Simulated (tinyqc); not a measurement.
# Changing the heavy mass M

Model: three-phonon processes in a diatomic chain: dispersion, energy and momentum conservation, and decay channels of optical phonons. Computed by tinyqc, a small Python program. Command: `OMP_NUM_THREADS=1 python tinyqc.py 3120202 3120203 out.jsonl threeph sweep`. One thread of a shared host (Intel(R) Xeon(R) Processor @ 2.30GHz), about 0.01 s of CPU time with the checks.

Cell length a, two atoms, one spring constant. x = q a/pi runs from -1 to 1; A and O are the acoustic and optical branches. Matrix elements are not computed: only conservation laws and occupation factors are followed.

Inputs (values chosen for the exercise, for a model chain): light mass m = 31 u; spring constant k = 7.3 eV/angstrom^2.

Constants: nu for 1 eV/(angstrom^2 u) = 15.6333042 THz.

Method. omega^2 = k (1/m + 1/M) -/+ k sqrt((1/m + 1/M)^2 - 4 sin^2(pi x/2)/(m M)); nu = 15.6333042 THz x sqrt(omega^2) for eV/(angstrom^2 u). Acoustic top sqrt(2 k/M), optical bottom sqrt(2 k/m), optical top sqrt(2 k (1/m + 1/M)).

One run for each value; columns: (1) heavy mass M (u); (2) optical top over twice the acoustic top; (3) optical bottom over twice the acoustic top; (4) optical width over acoustic top; (5) acoustic top (THz):
```
(1)       (2)     (3)      (4)     (5)
32.6   0.7162  0.5127  0.40686  10.462
40.3   0.7583  0.5701  0.37640   9.410
49.6   0.8062  0.6325  0.34754   8.482
62.0   0.8660  0.7071  0.31784   7.586
77.5   0.9354  0.7906  0.28969   6.785
89.9   0.9874  0.8515  0.27190   6.300
108.0  1.0588  0.9333  0.25100   5.748
140.0  1.1743  1.0626  0.22353   5.049
186.0  1.3229  1.2247  0.19626   4.380
```

What does the table show?

Over the rows, optical top over twice the acoustic top rises from 0.716 to 1.32 (exponent d ln y / d ln x 0.27 between the first rows and 0.42 between the last); optical bottom over twice the acoustic top rises from 0.513 to 1.22 (exponent d ln y / d ln x about 0.50 throughout); optical width over acoustic top falls from 0.407 to 0.196 (exponent d ln y / d ln x -0.37 between the first rows and -0.46 between the last).
